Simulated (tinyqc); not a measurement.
# On-chip interconnect, size-dependent resistivity and RC delay: effects of single changes

A rectangular line between two neighbours and two ground planes. Surface and grain-boundary scattering are added to the bulk resistivity as corrections; capacitances are parallel-plate values without fringing; inductance is ignored.

Inputs (values chosen for the exercise); metal values close to those of cobalt:
```
symbol  value     unit                                                    meaning
rho0     6.03  uohm cm                                           bulk resistivity
lam      11.5       nm                                        bulk mean free path
ps          0                                specular share of surface scattering
Rg       0.32                          reflection coefficient of grain boundaries
gr        1.5                                     grain size over the metal width
wd         25       nm                                           drawn line width
AR        2.4                                     aspect ratio, height over width
tl        1.1       nm         liner on both walls and the bottom, not conducting
sp         25       nm                            space to the neighbouring lines
hd         37       nm            dielectric height to the planes above and below
ek        2.5                             relative permittivity of the dielectric
Mf          1                                     Miller factor of the neighbours
Lw         36       um                                                line length
Rd      16000      ohm                                          driver resistance
Cl       0.24       fF                                           load capacitance
rho2     7.79  uohm cm  bulk resistivity of the second metal (close to ruthenium)
lam2     6.49       nm                         mean free path of the second metal
tl2       0.1       nm                                  liner of the second metal
```

Constants: eps0 = 8.8541878128e-12 F/m. Results are converted to the units shown.

Each table varies one quantity; the others keep the values above.

## Delay against the liner thickness

Metal width x = wd - 2 tl, height y = AR wd - tl; grain boundaries (Mayadas-Shatzkes): al = (lam/(gr x)) Rg/(1 - Rg), g = 1/[1 - 3 al/2 + 3 al^2 - 3 al^3 ln(1 + 1/al)] - 1; surfaces (Fuchs-Sondheimer, thick limit): s = (3/8) lam (1 - ps)(1/x + 1/y); rho = rho0 (1 + g + s); r = rho/(x y); c = eps0 ek (2 wd/hd + 2 Mf AR wd/sp). Elmore delay tE = Rd (c Lw + Cl) + r Lw (c Lw/2 + Cl); t50 is the time at which the far end of a ladder of 30 pi sections (half capacitances at both ends, Cl at the far end, a step applied through Rd) reaches half the step; line share r Lw/(Rd + r Lw); estimate 0.69 Rd (c Lw + Cl) + 0.38 r c Lw^2 + 0.69 r Lw Cl.

The same in every row: c (fF/um) = 0.1362.

Delay against the liner thickness:
```
tl (nm)  rho (uohm cm)  r (ohm/um)  tE (ps)  t50 (ps)  estimate (ps)  line share of the resistance (%)
0                8.762       58.41    87.93     61.52          61.03                             11.62
0.6              8.881       62.82    88.36     61.86          61.35                             12.38
1.1              8.989       66.94    88.75     62.18          61.65                             13.09
1.7              9.132       72.51    89.29     62.61          62.06                             14.03
2.3              9.290       78.93    89.92     63.10          62.53                             15.08
2.9              9.468       86.36    90.64     63.67          63.07                             16.27
3.4              9.634       93.52    91.33     64.22          63.60                             17.38
4                9.858       103.5    92.30     64.99          64.33                             18.90
```

As tl goes from 0 to 4, r rises from 58.4 to 104 ohm/um, c stays at 0.136 fF/um and t50 rises from 61.5 to 65.0 ps. t50/tE lies between 0.700 and 0.704, and the estimate is within 1.0 % of t50.

## Two metals against line width

Metal width x = wd - 2 tl, height y = AR wd - tl; grain boundaries (Mayadas-Shatzkes): al = (lam/(gr x)) Rg/(1 - Rg), g = 1/[1 - 3 al/2 + 3 al^2 - 3 al^3 ln(1 + 1/al)] - 1; surfaces (Fuchs-Sondheimer, thick limit): s = (3/8) lam (1 - ps)(1/x + 1/y); rho = rho0 (1 + g + s); r = rho/(x y). The second metal has rho2, lam2 and tl2 in place of rho0, lam and tl; ps, Rg, gr and AR are shared.

Results:
```
wd (nm)  rho, first (uohm cm)  rho, second (uohm cm)  r, first (ohm/um)  r, second (ohm/um)  ratio second/first
5                       28.35                  17.98               9289                3148              0.3389
6.5                     20.87                  15.59               3347                1597              0.4770
8                       17.18                  14.11               1636               947.2              0.5789
13                      12.15                  11.67              373.9               293.1              0.7840
17                      10.54                  10.75              179.4               157.3              0.8767
22                      9.427                  10.08              92.09               87.75              0.9529
30                      8.467                  9.471              42.95               44.20               1.029
45                      7.624                  8.911              16.66               18.44               1.106
70                      7.042                  8.512              6.223               7.263               1.167
120                     6.615                  8.211              1.957               2.381               1.216
```

Estimate the missing row, wd = 10 nm.

Computed row:
```
wd (nm)  rho, first (uohm cm)  rho, second (uohm cm)  r, first (ohm/um)  r, second (ohm/um)  ratio second/first
10                      14.42                  12.84              807.1               548.1              0.6792
```

With this row back in the table: The resistivity of the first metal falls from 28.4 to 6.62 uohm cm and that of the second goes from 18.0 to 8.21 uohm cm as the line widens. The products rho0 lam, which set the size effect, are 69.3 and 50.6 uohm cm nm. The two resistances cross at wd = 26.4 nm: below it the second metal gives the lower line resistance. For widths well under the mean free path the thick-limit surface term is only a guide.

Computed by the program tinyqc: `OMP_NUM_THREADS=1 python tinyqc.py 2100086 2100087 out.jsonl`, one thread of a shared Intel Xeon 2.30GHz, about 0.01 s for the whole run.
